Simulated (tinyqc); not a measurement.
Implant damage, amorphisation by cascade overlap, and solid-phase epitaxial regrowth. Changing the dose Q. Computed by tinyqc, a small Python program. Command: `OMP_NUM_THREADS=1 python tinyqc.py 3111865 3111866 out.jsonl sper sweep`. One thread of a shared host (Intel(R) Xeon(R) Processor @ 2.30GHz), about 0.01 s of CPU time with the checks.

Range and width of the damage are inputs. Dynamic annealing enters only through the surviving share f.

Inputs (values chosen for the exercise, modelled on silicon ions in germanium):
```
quantity                           value    unit
atomic density N                    44.2  1/nm^3
ion Z1                                14       -
ion mass M1                           28       u
target Z2                             32       -
target mass M2                     72.63       u
ion energy E                          80     keV
displacement energy E_d               16      eV
depth of the damage peak R_d          61      nm
width of the damage profile s_d       37      nm
share of defects that survive f     0.49       -
critical displaced share x_c       0.085       -
regrowth prefactor v0            2.9e+16    nm/s
regrowth energy E_a                 2.14      eV
anneal temperature                   439       C
rate relative to (100)                 1       -
peak enhancement by the dopant        11       -
```

Constants: a_0 = 0.529177210903 angstrom; e^2/(4 pi eps_0) = 14.39964548 eV angstrom; k_B = 8.617333262e-05 eV/K.

Method:
- Robinson partition: eps = E a M2/(Z1 Z2 (e^2/(4 pi eps_0)) (M1 + M2)), a = 0.8853 a_0/sqrt(Z1^(2/3) + Z2^(2/3)); k = 0.0793 Z1^(2/3) Z2^(1/2) (M1 + M2)^(3/2)/((Z1^(2/3) + Z2^(2/3))^(3/4) M1^(3/2) M2^(1/2)); damage energy T_d = E/(1 + k (eps + 0.40244 eps^(3/4) + 3.4008 eps^(1/6))); displacements nu = 0.8 T_d/(2 E_d).
- Displaced share x(z) = f nu Q exp(-(z - R_d)^2/(2 s_d^2))/(sqrt(2 pi) s_d N); the layer is amorphous where x > x_c, between R_d -/+ s_d sqrt(2 ln(x_max/x_c)), the upper edge being cut at the surface. Threshold dose Q_c = Q x_c/x_max.
- Displaced atoms per area beyond the lower edge z2: f nu Q (1/2) erfc((z2 - R_d)/(sqrt2 s_d)); they are not removed by regrowth.
- v = v0 x orientation factor x exp(-E_a/(k_B T)) x [1 + (enhancement - 1) exp(-(z - R_d)^2/(2 s_d^2))], T = anneal temperature + 273.15 K; the dopant is taken to follow the damage profile; the lower front moves from the lower edge z2 to the surface, or to the middle (z1 + z2)/2 of a buried layer with upper edge z1; time = int dz/v; the equivalent undoped distance is that time times the undoped velocity.

One run for each value:
```
dose Q (1/cm^2)  lower edge (nm)  upper edge (nm)  displaced atoms beyond z2 (1/cm^2)  time with enhancement (s)
1.30e+14                   96.92           25.084                          9.2567e+15                     0.1822
2.60e+14                  117.46            4.540                          7.0895e+15                     0.3628
5.40e+14                  133.03            0.000                          5.9757e+15                     1.0180
1.10e+15                  145.48            0.000                          5.2929e+15                     1.3082
2.30e+15                  156.69            0.000                          4.7910e+15                     1.6633
4.70e+15                  166.42            0.000                          4.4224e+15                     2.0372
9.70e+15                  175.44            0.000                          4.1252e+15                     2.4237
2.00e+16                  183.79            0.000                          3.8820e+15                     2.8027
```

Over the rows, lower edge (nm) rises from 96.9 to 184 (exponent d ln y / d ln x 0.28 between the first rows and 0.064 between the last); upper edge (nm) falls from 25.1 to 0, flat over part of the range; displaced atoms beyond z2 (1/cm^2) falls from 9.26e15 to 3.88e15 (exponent d ln y / d ln x -0.38 between the first rows and -0.084 between the last).  Left out: 3.00e13, 6.20e13 (the dose does not amorphise).
